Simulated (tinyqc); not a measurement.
Same peak temperature, different pulse lengths: millisecond and nanosecond annealing: surface heating, thermal budget and solid-phase regrowth. Computed by tinyqc, a small Python program. Command: `OMP_NUM_THREADS=1 python tinyqc.py 3012016 3012017 out.jsonl flash walk`. One thread of a shared host (Intel(R) Xeon(R) Processor @ 2.30GHz), about 0.02 s of CPU time with the checks.

A square pulse heats the surface of a thick wafer with constant thermal properties; losses by radiation are neglected and silicon melts at 1414 C.

Inputs (values chosen for the exercise, modelled on hot silicon with arsenic): incident fluence = 18.9 J/cm^2; pulse length t_p = 0.0011 s; reflectance R = 0.43; thermal conductivity k = 0.29 W/(cm K); heat capacity per volume c = 2.1 J/(cm^3 K); preheat temperature T0 = 700 C; dopant prefactor D0 = 7.54 cm^2/s; dopant activation energy E = 4.02 eV; regrowth prefactor v0 = 3.5e+08 cm/s; regrowth energy E_v = 2.69 eV; amorphous layer = 8.2 nm.

Source: flash lamp.

Constants: k_B = 8.617333262e-05 eV/K.

Method:
- Absorbed flux q = (1 - R) fluence/t_p; kappa = k/c. With f(z, t) = (2 q/k) sqrt(kappa t) ierfc(z/(2 sqrt(kappa t))), ierfc(x) = exp(-x^2)/sqrt(pi) - x erfc(x): T = T0 + f(z, t) during the pulse and T0 + f(z, t) - f(z, t - t_p) after it.
- At the surface the rise at the end of the pulse is 2 q sqrt(t_p/(pi k c)); the fluence that just melts the surface scales with (1414 - T0).
- Temperatures in kelvin are T(C) + 273.15.
- Integrate exp(-E/(k_B T(t))) at the surface from 0 to 10 t_p (Gauss-Legendre, 60 points in sqrt(t) up to t_p and 60 in sqrt(t - t_p) after it). (Dt) = D0 x integral with E; regrowth = v0 x integral with E_v; effective time = integral/exp(-E/(k_B T_peak)).
- For each t_p the flux is set so that the peak temperature stays the same: q sqrt(t_p) is fixed.

absorbed flux q = 9793.64 W/cm^2

kappa = 0.138095 cm^2/s

Pulses:
```
t_p (s)   fluence (J/cm^2)  q (W/cm^2)  thermal length (um)  2 sqrt(Dt) (nm)  regrowth (nm)
1.00e-07        1.8020e-01  1.0272e+06           1.1751e+00       7.1324e-04     4.0626e-02
1.00e-06        5.6986e-01  3.2482e+05           3.7161e+00       2.2554e-03     4.0626e-01
1.00e-05        1.8020e+00  1.0272e+05           1.1751e+01       7.1324e-03     4.0626e+00
1.00e-04        5.6986e+00  3.2482e+04           3.7161e+01       2.2554e-02     4.0626e+01
3.00e-04        9.8702e+00  1.8753e+04           6.4365e+01       3.9065e-02     1.2188e+02
1.00e-03        1.8020e+01  1.0272e+04           1.1751e+02       7.1324e-02     4.0626e+02
3.00e-03        3.1212e+01  5.9303e+03           2.0354e+02       1.2354e-01     1.2188e+03
1.00e-02        5.6986e+01  3.2482e+03           3.7161e+02       2.2554e-01     4.0626e+03
```

What does the comparison show, and why?

Fluence and diffusion length grow as sqrt(t_p), regrowth as t_p. The layer of 8.2 nm regrows from t_p = 0.0001 s on among these rows, at a diffusion length of 0.023 nm. Caution: amorphous silicon melts some 200 to 250 K below the crystal, which matters for the short pulses that reach the peak before regrowth. Caution: the shortest pulses need a source absorbed within their thermal length, and the longest also heat the back of the wafer, which the thick-wafer formula leaves out. Caution: seconds at the preheat temperature would regrow the layer before any pulse.

Extremes, crossings and ranges named in words are read from the listed rows.
